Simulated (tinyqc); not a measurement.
Energy and lattice constant: complex band structure along [001] in sp3s* tight binding.

For k = (0, 0, kz) the phase sums are g0 = cos(phi) and g3 = i sin(phi), phi = kz a/4, and the s, pz, s* orbitals of anion (a) and cation (c) decouple from px, py. With z = exp(i phi), H(z) = H0 + z T + T^T/z for any complex z. H0 is diagonal (Esa, Epa, Exa, Esc, Epc, Exc). The anion-cation block is B(z) = z U + W/z and the cation-anion block z W^T + U^T/z, where U has Vss/2 (s,s), Vsapc/2 (s,z), -Vscpa/2 (z,s), Vxx/2 (z,z), Vxapc/2 (s*,z), -Vpaxc/2 (z,s*), and W has the same values with the s-z and s*-z signs reversed. |z| = 1 is a band state, |z| < 1 decays along [001] as exp(-kappa d) over a distance d, kappa = -(4/a) ln|z|. No spin-orbit coupling.

Values chosen for the exercise (out of a larger set: near a published set for Si, fitted to gaps, whose masses and valley positions are rough (light masses up to twice too heavy); not measured data):

| symbol | value | unit | meaning |
|---|---|---|---|
| p | (-4.194, 1.707, -4.194, 1.707, 6.654, 6.654, -8.238, 1.717, 4.558, 5.712, 5.712, 5.358, 5.358) | eV | order Esa, Epa, Esc, Epc, Exa, Exc, Vss, Vxx, Vxy, Vsapc, Vscpa, Vxapc, Vpaxc |
| a | 5.428 | angstrom | lattice constant |
| dE | 0.93 | eV | E - Ev |

The slowest root of the s-pz block and the heavy-hole branch, sinh^2(kappa a/4) = ((E - Epa)(E - Epc) - Vxx^2)/(Vxx^2 - Vxy^2), at E = Ev + dE with Ev the lower root of [[Epa, Vxx], [Vxx, Epc]]; the couplings are kept when a changes. Each row changes one parameter from the base and keeps the others.

Results:

| case | slowest kappa (1/angstrom) | heavy-hole kappa (1/angstrom) |
|---|---|---|
| base | 0.1895 | 0.2609 |
| dE = 0.96 eV | 0.1918 | 0.2633 |
| a = 5.591 angstrom | 0.1839 | 0.2533 |

The largest shifts from the base row, up to three for each result and ties (the steps differ in size, so this ranks the rows, not the parameters). slowest kappa (1/angstrom): a -0.0055, dE +0.0023. heavy-hole kappa (1/angstrom): a -0.0076, dE +0.0025. With the couplings fixed, kappa a stays, so kappa scales as 1/a.

Computed by tinyqc, a small Python program: `OMP_NUM_THREADS=1 python tinyqc.py 1450773 1450774 out.jsonl` (the numbers bound the seed that draws the inputs); one thread of a shared host (Intel(R) Xeon(R) Processor @ 2.30GHz), about 0.01 s for the whole set of steps.
